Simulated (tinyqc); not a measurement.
Inside a calculation. Method: ROHF in the sto-6g basis, for H4, spin multiplicity 3. One step of it, computed by the program tinyqc.

Question. Iteration 2: Roothaan effective Fock matrix. With projectors Pc = D(beta) S, Po = (D(alpha) - D(beta)) S, Pv = 1 - D(alpha) S, the block xy is Px^T F Py; with Fc = (F(alpha) + F(beta))/2, the blocks are Fc for cc, oo, vv and cv, F(beta) for co and F(alpha) for ov.

F(alpha) (hartree), order 1H 1s, 2H 1s, 3H 1s, 4H 1s:
```
[[-0.371676, -0.385201, -0.165612, -0.053511],
 [-0.385201, -0.371676, -0.053511, -0.165612],
 [-0.165612, -0.053511, -0.371676, -0.385201],
 [-0.053511, -0.165612, -0.385201, -0.371676]]
```

F(beta) (hartree), order 1H 1s, 2H 1s, 3H 1s, 4H 1s:
```
[[0.028805, -0.248761, -0.161411, -0.139342],
 [-0.248761, 0.028805, -0.139342, -0.161411],
 [-0.161411, -0.139342, 0.028805, -0.248761],
 [-0.139342, -0.161411, -0.248761, 0.028805]]
```

D(alpha) after iteration 1, order 1H 1s, 2H 1s, 3H 1s, 4H 1s:
```
[[0.740895, -0.001016, 0.312304, -0.429607],
 [-0.001016, 0.740895, -0.429607, 0.312304],
 [0.312304, -0.429607, 0.740895, -0.001016],
 [-0.429607, 0.312304, -0.001016, 0.740895]]
```

D(beta) after iteration 1, order 1H 1s, 2H 1s, 3H 1s, 4H 1s:
```
[[0.155644, 0.155644, 0.155644, 0.155644],
 [0.155644, 0.155644, 0.155644, 0.155644],
 [0.155644, 0.155644, 0.155644, 0.155644],
 [0.155644, 0.155644, 0.155644, 0.155644]]
```

overlap S, order 1H 1s, 2H 1s, 3H 1s, 4H 1s:
```
[[1.000000, 0.386422, 0.140083, 0.079725],
 [0.386422, 1.000000, 0.079725, 0.140083],
 [0.140083, 0.079725, 1.000000, 0.386422],
 [0.079725, 0.140083, 0.386422, 1.000000]]
```

Give: effective F.

Answer.

effective F (hartree), order 1H 1s, 2H 1s, 3H 1s, 4H 1s:
```
[[-0.171, -0.317, -0.164, -0.096],
 [-0.317, -0.171, -0.096, -0.164],
 [-0.164, -0.096, -0.171, -0.317],
 [-0.096, -0.164, -0.317, -0.171]]
```
